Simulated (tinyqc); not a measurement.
Inside a calculation: finite square well with mass mismatch (envelope functions). Values are carried at full precision from step to step, so a last printed digit may differ when a step is redone from the rounded ones.

A square well of width L and depth V0, mass mw inside and mb outside, energies from the bottom of the well, c = hbar^2/2m0. k = sqrt(mw E/c), kappa = sqrt(mb (V0 - E)/c). psi and psi'/m are continuous at the walls (BenDaniel-Duke), so level n solves k L + 2 atan[(k/mw)/(kappa/mb)] = n pi.

Constants: hbar^2/2m0 = 3.80998211 eV angstrom^2.

Inputs chosen for the exercise (near those of a GaAs well in AlGaAs; not measured data):
```
symbol   value   unit      meaning
L        108     angstrom  well width
V0       0.178   eV        barrier height
mw       0.0666  m0        mass in the well
mb       0.0853  m0        mass in the barrier
alpha_w  0.61    1/eV      non-parabolicity in the well
alpha_b  0.65    1/eV      non-parabolicity in the barrier
```

## How many levels are bound

At E = V0 the arctangent equals pi/2, so level n is bound if k0 L > (n - 1) pi with k0 = sqrt(mw V0/c). Compare with the infinitely deep well, E1(hard) = c (pi/L)^2/mw.

k0 = 0.05578 1/angstrom
k0 L/pi = 1.9176
number of bound levels = 2
E1(hard) = 0.0484 eV

The count does not depend on mb. One more level binds at L = 112.6 angstrom.

## The lowest level by bisection

f(E) = k L + 2 atan[(k/mw)/(kappa/mb)] - pi rises with E. Twelve halvings of [0, V0]: keep the half in which f changes sign.

Bisection:
```
step  low (eV)  high (eV)  midpoint (eV)        k    kappa        f
1      0.00000    0.17800        0.08900  0.03944  0.04464   2.8125
2      0.00000    0.08900        0.04450  0.02789  0.05467   1.0281
3      0.00000    0.04450        0.02225  0.01972  0.05905  -0.2033
4      0.02225    0.04450        0.03338  0.02415  0.05690   0.4629
5      0.02225    0.03338        0.02781  0.02205  0.05799   0.1461
6      0.02225    0.02781        0.02503  0.02092  0.05852  -0.0238
7      0.02503    0.02781        0.02642  0.02149  0.05825   0.0623
8      0.02503    0.02642        0.02573  0.02121  0.05839   0.0195
9      0.02503    0.02573        0.02538  0.02106  0.05845  -0.0021
10     0.02538    0.02573        0.02555  0.02113  0.05842   0.0087
11     0.02538    0.02555        0.02547  0.02110  0.05844   0.0033
12     0.02538    0.02547        0.02542  0.02108  0.05845   0.0006
```

After twelve halvings the bracket is V0/4096 = 0.043 meV wide.

## Bound levels

Solve the condition for each n (six at most). With A = cos(kL/2) for even and sin(kL/2) for odd levels, the probability in the barriers is Pb = (A^2/kappa)/(A^2/kappa + L/2 +/- sin(kL)/(2k)), + for even.

Levels:
```
n  parity  E (eV)  k (1/angstrom)  kappa (1/angstrom)      Pb
1    even  0.0254         0.02108             0.05845  0.0401
2     odd  0.0986         0.04151             0.04217  0.1813
```

The lowest level lies at 52 % of the infinite-well value and decays into the barrier over 1/kappa = 17.1 angstrom.

## Mass in the plane and density of states

To first order in the in-plane energy, 1/m_par = (1 - Pb)/mw + Pb/mb for each subband. Each adds a step D = m_par/(2 pi c) to the density of states per area (spin included, one valley); 1/angstrom^2 = 1e16/cm^2.

Subbands:
```
n  m_par (m0)  D (1e13/(eV cm^2))
1      0.0672               2.807
2      0.0694               2.897
```

## Levels with energy-dependent masses

Non-parabolic bands: mw is replaced by mw (1 + alpha_w E) and mb by mb (1 - alpha_b (V0 - E)), in k, kappa and the matching condition alike.

Solve the same condition with the energy-dependent masses, and list the shift from the parabolic levels that exist in both.

Levels:
```
n  E (eV)  mass inside  mass outside  shift (meV)
1  0.0258       0.0677        0.0769          0.4
2  0.0964       0.0705        0.0808         -2.2
3  0.1778       0.0738        0.0853            -
```

Level 1 moves by +0.4 meV and level 2 by -2.2 meV. The lighter mass deep in the barrier hardens the wall for low levels; the heavier mass in the well wins higher up. The heavier mass inside raises k at E = V0, which binds further levels (1 of them among the six at most that are listed).

## Checks

- Lowest level by finite differences (200 cells across the well) against the matching condition, eV: both 0.0254.

tinyqc: `OMP_NUM_THREADS=1 python tinyqc.py 1280609 1280610 out.jsonl`; about 0.01 s, one thread, shared Intel(R) Xeon(R) Processor @ 2.30GHz.
